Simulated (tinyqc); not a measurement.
Starting guesses with plain Roothaan steps: SCF starting guesses in the sto-3g basis, for BeH2, spin multiplicity 1. Computed by the program tinyqc with PySCF. 

Geometry (angstrom):
```
atom,x,y,z
Be,0.0000,0.0000,0.0000
H,0.0000,1.4610,0.1290
H,0.0000,-1.4610,0.1290
```

lowest restricted solution found by these runs and by PySCF = -15.539053 hartree

RHF with one setting changed at a time; a run stops when the energy changes by less than 1e-09 hartree and the error matrix is below 1e-5. Starts: the lowest orbitals of the core Hamiltonian, of the Wolfsberg-Helmholz matrix (K = 1.75), projected atomic densities, random orbitals, and the highest orbitals of the core Hamiltonian (a deliberately bad start).

Largest element of the error matrix X^T (FDS - SDF) X:
```
iteration,core,Wolfsberg-Helmholz,atomic densities,random,highest core orbitals
1,5.6e-01,1.4e-01,3.2e-01,4.3e+00,1.1e-01
2,4.2e-02,1.8e-02,1.0e-01,2.8e-01,3.5e-01
3,5.0e-03,3.7e-03,2.2e-02,9.5e-02,2.7e-01
4,1.7e-03,9.4e-04,5.7e-03,4.7e-02,3.7e-02
5,5.8e-04,3.2e-04,1.5e-03,2.2e-02,7.4e-03
6,2.0e-04,1.1e-04,4.0e-04,1.1e-02,1.8e-03
8,2.3e-05,1.3e-05,2.9e-05,2.7e-03,1.2e-04
10,2.6e-06,-,2.7e-06,6.8e-04,7.9e-06
14,-,-,-,4.2e-05,-
```

How each run ends:
```
run,iterations,E (hartree),state
core,10,-15.53905,lowest found
Wolfsberg-Helmholz,9,-15.53905,lowest found
atomic densities,10,-15.53905,lowest found
random,17,-15.53905,lowest found
highest core orbitals,11,-15.53905,lowest found
```

5 of 5 runs reach the lowest restricted solution found, in 9 to 17 iterations (fastest: Wolfsberg-Helmholz). The first errors are 6e-01, 1e-01, 3e-01, 4e+00, 1e-01; the deliberately bad start has the smallest one, so a small first error does not mark a good start.
